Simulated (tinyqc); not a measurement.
Doping from resistivity.

Question. A uniform, uncompensated and fully ionised sample has rho = 1/(q N mu), mu = m1 + (m2 (T/300 K)^(-bt) - m1)/(1 + (N/Nr)^am). Find N, mu and the diffusion coefficient mu Vt.

Values chosen for this exercise:
- T = 400 K (temperature)
- m1 = 491 cm^2/(V s) (mobility limit at high doping)
- m2 = 8360 cm^2/(V s) (mobility limit at low doping, at 300 K)
- Nr = 5.88e16 cm^-3 (reference doping of the mobility law)
- am = 0.385 (exponent of the mobility law)
- bt = 2.3 (temperature exponent of m2)

Constants: q = 1.602176634e-19 C, kB = 1.380649e-23 J/K, Vt = kB T/q. Results are converted to the units shown.

resistivity = 0.0074155086 ohm cm

Answer. With am below 1 the product N mu rises steadily with N, so one doping matches; it is found by iterating N = 1/(q rho mu(N)).

N = 5.100e17 cm^-3
mu = 1650 cm^2/(V s)
diffusion coefficient = 56.89 cm^2/s

tinyqc, about 0.01 s, one thread, Intel Xeon 2.30GHz (shared host): `OMP_NUM_THREADS=1 python tinyqc.py 2110158 2110159 out.jsonl`
